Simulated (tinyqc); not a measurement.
Inside a calculation: nanosheet or nanowire with hard walls, valleys of the Ge type. Values are carried at full precision from step to step, so a last printed digit may differ when a step is redone from the rounded ones.

Four ellipsoidal valleys along <111>: inverse mass tensor w = 1/mt + (1/ml - 1/mt) a a^T with a the unit axis. Device axes: x along the channel, z = [001], y = z x x. The Gamma and Delta valleys are left out; the heavy Delta valleys, about 0.18 eV up, lie lowest once the L levels pass about 0.2 eV.

Constants: hbar^2/2m0 = 3.80998211 eV angstrom^2; hbar = 6.58211957e-16 eV s; e^2/h = 3.874045865e-05 S; kB = 8.617333262e-05 eV/K.

Values chosen for the exercise (near those of Ge; shifted at random, so the results belong to these values and not to a real crystal):
```
symbol   value  unit      meaning
ml       1.59   m0        longitudinal mass
mt       0.081  m0        transverse mass
channel  110              transport direction x on a (001) wafer
W        110    angstrom  width, along y
H        40     angstrom  height, along z = [001]
dE       0.173  eV        EF above the lowest subband edge
T        300    K         temperature
g_all    4                number of valleys
```

## Valley masses for a [110] channel

Rotate w into the device axes and group equal valleys (|w_yz| counts); order by w_zz, then w_yy. 1/m_x = w_xx - w_xc w_c^-1 w_cx with c the block (y, z).

Valleys:
```
group  valleys g     w_yy    w_zz  |w_yz|  m_x (m0)
A              2   4.5345  8.4401  5.5233    0.0810
B              2  12.3457  8.4401  0.0000    1.0870
```

The lightest transport mass, 0.081 m0, belongs to group A.

## One-dimensional subbands

Hard walls around a W x H rectangle. The block w_c of w in (y, z) confines; the transport mass follows from 1/m_x = w_xx - w_xc w_c^-1 w_cx. The cross-section problem c (w_yy ky^2 + 2 w_yz ky kz + w_zz kz^2), c = hbar^2/2m0, is solved in products sin(n pi y/W) sin(l pi z/H), n, l = 1 to 12; if w_yz = 0 the levels are c pi^2 (w_yy n^2/W^2 + w_zz l^2/H^2). The w_yz term couples (n, l) to (n', l') by -2 c w_yz D_nn'(W) D_ll'(H) with D_nm(L) = 4 n m/(L (n^2 - m^2)) for n + m odd and 0 otherwise.

The ten lowest levels of all groups together, numbered within each group.

Subbands:
```
label  valleys g  m_x (m0)  E (eV)
A1             2    0.0810  0.2021
A2             2    0.0810  0.2131
A3             2    0.0810  0.2314
B1             2    1.0870  0.2367
A4             2    0.0810  0.2568
A5             2    0.0810  0.2890
A6             2    0.0810  0.3278
B2             2    1.0870  0.3518
A7             2    0.0810  0.3724
A8             2    0.0810  0.4235
```

The lowest subband is A1; the number of further ones in the list within kB T = 25.9 meV of it at 300 K is 1.

## Modes, density and velocity at zero temperature

With EF = E_lowest + dE, each subband below EF has k_F = sqrt(m_x (EF - E)/c), carries n = 2 g k_F/pi electrons per length (spin included), moves at v = 2 c k_F/(hbar m_x) and adds 2 g e^2/h to the ballistic conductance; c = hbar^2/2m0, 1 angstrom/s = 1e-8 cm/s.

Occupied subbands:
```
label  k_F (1/angstrom)  n (1/nm)  v (1e7 cm/s)
A1               0.0606     0.772          8.67
A2               0.0587     0.747          8.39
A3               0.0553     0.704          7.90
B1               0.1987     2.529          2.12
A4               0.0501     0.638          7.17
A5               0.0428     0.545          6.11
A6               0.0317     0.403          4.53
B2               0.0814     1.036          0.87
A7               0.0075     0.096          1.08
```

total n = 7.471 1/nm
ballistic conductance = 1394.7 microsiemens

EF lies below the last listed level, so the count is complete for these valleys (other families, and non-parabolicity above about 0.2 eV, are left out): 9 subbands with 18 valley modes. The Fermi velocity, averaged with the densities as weights, is 4.63 x 1e7 cm/s; the mean over all filled states moving one way is half of it.

## Threshold shift from confinement

Without degeneracy the line density is N1 exp((EF - Ec)/kB T) with N1 = sum 2 g sqrt(m_x kB T/(4 pi c)) exp(-E/kB T), here over n, l up to 80 where w_yz = 0 and over all levels of a 12 x 12 sine basis otherwise; the classical value is W H Nc with Nc = 2 g_all (m_dos kB T/(4 pi c))^(3/2), m_dos = (ml mt^2)^(1/3); dVt = kB T ln(W H Nc/N1).

Form N1, W H Nc and dVt.

N1 = 0.0003315 1/nm
W H Nc = 0.4511 1/nm
dVt = 186.5 mV

## Checks

- Lowest level of group A on a 40 x 40 difference grid against the sine basis, eV: both 0.202.

(tinyqc, `OMP_NUM_THREADS=1 python tinyqc.py 1280094 1280095 out.jsonl`, Intel(R) Xeon(R) Processor @ 2.30GHz, 1 thread, shared host, about 0.2 s.)
